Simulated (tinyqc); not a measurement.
Metal-interlayer-semiconductor contact, depinning against tunnelling resistance: one step of the calculation.

Zero bias, n-type semiconductor. Gap states at the semiconductor surface thin out as exp(-be ti), which unpins the barrier; electrons must then cross the interlayer (a rectangular barrier, no voltage drop across it) and the parabolic depleted layer, both by WKB. Energies E are counted from the Fermi level; no image force, parabolic bands.

Task. Exponents and integrand on an energy grid. With U = phiB - xi: for xi < E < phiB, y = (E - xi)/U and G1 = (U/E00) [sqrt(1 - y) - y ln((1 + sqrt(1 - y))/sqrt(y))], G1 = 0 above phiB; G2 = 2 ti sqrt(mi max(phiB + dE - E, 0)/C), C = hbar^2/(2 m0); f = 1/(1 + exp(E/Vt)); integrand exp(-G1 - G2) f.

Parameters, values chosen for the exercise; semiconductor values close to those of In0.53Ga0.47As; interlayer mass of the order of that in silicon dioxide, offset chosen freely:
- T = 300 K (temperature)
- ti = 0.4 nm (interlayer thickness)
- dE = 3.24 eV (conduction-band offset of the interlayer above the semiconductor)
- mi = 0.44 m0 (tunnelling mass in the interlayer)

Constants: q = 1.602176634e-19 C, kB = 1.380649e-23 J/K, hbar = 1.054571817e-34 J s, m0 = 9.1093837015e-31 kg, Vt = kB T/q, hbar^2/(2 m0) = 0.0380998212 eV nm^2. Results are converted to the units shown.

E, point 0 to 16 (eV): [-0.21, -0.17875, -0.1475, -0.11625, -0.085, -0.05375, -0.0225, 0.00875, 0.04, 0.07125, 0.1025, 0.13375, 0.165, 0.19625, 0.2275, 0.25875, 0.29]
phiB = 0.31228815 eV
xi = -0.21280976 eV
E00 = 0.049013677 eV

Give: G1; G2; f; integrand.

Result.

```
point      G1      G2          f  integrand (1e-5)
0      10.495  5.2733    0.99970            0.0142
1       8.939  5.2513    0.99901            0.0686
2       7.756  5.2293    0.99668            0.2286
3       6.742  5.2072    0.98898            0.6392
4       5.844  5.1849    0.96401            1.5635
5       5.037  5.1626    0.88886            3.3052
6       4.305  5.1402    0.70482            5.5728
7       3.639  5.1177    0.41618            6.5519
8       3.032  5.0951    0.17548            5.1843
9       2.480  5.0724   0.059745            3.1359
10      1.980  5.0495   0.018617            1.6486
11      1.530  5.0266  0.0056318            0.8003
12      1.129  5.0036  0.0016881            0.3665
13      0.778  4.9804  5.0458e-4            0.1592
14      0.480  4.9572  1.5070e-4            0.0656
15      0.237  4.9339  4.4996e-5            0.0255
16      0.063  4.9104  1.3434e-5            0.0093
```

Numbers from tinyqc (`OMP_NUM_THREADS=1 python tinyqc.py 2270123 2270124 out.jsonl`; about 0.03 s on one thread of a shared Intel Xeon 2.30GHz).
